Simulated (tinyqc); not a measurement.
Inside a calculation. Method: RKS/BLYP in the sto-6g basis, for H3-, spin multiplicity 1. The basis has no diffuse functions, so it cannot describe the extra electron: this is an exercise in the method, not the real anion. One step of it, computed by the program tinyqc.

Question. Iteration 2: diagonalisation and new density. Diagonalise F' = X^T F X, C = X C', fill 2 alpha and 2 beta electrons from the bottom; D = 2 C_occ C_occ^T. Each column has its largest component positive (the first on a tie).

extrapolated F (hartree), lower triangle:
```
           1H 1s      2H 1s     3H 1s
1H 1s   0.184280
2H 1s  -0.057762   0.288752
3H 1s  -0.052578  -0.055853  0.312697
```

X, lower triangle:
```
           1H 1s     2H 1s     3H 1s
1H 1s   1.394389
2H 1s  -0.424969  1.183177
3H 1s  -0.424969  0.077355  1.183177
```

Give: F' = X^T F X; orbital energies; coefficients C; D after iteration 2.

Answer.

F' = X^T F X (hartree), lower triangle:
```
         1       2       3
1   0.5775
2  -0.3556  0.4907
3  -0.3589  0.0689  0.5192
```

orbital energies (hartree): MO1 0.0702, MO2 0.4360, MO3 1.0812

coefficients C:
```
          MO1      MO2      MO3
1H 1s  0.5579  -0.0385   1.4116
2H 1s  0.3497   0.7908  -0.9159
3H 1s  0.3135  -0.7724  -0.9442
```

D after iteration 2, lower triangle:
```
        1H 1s    2H 1s   3H 1s
1H 1s  0.6255
2H 1s  0.3293   1.4953
3H 1s  0.4093  -1.0023  1.3898
```
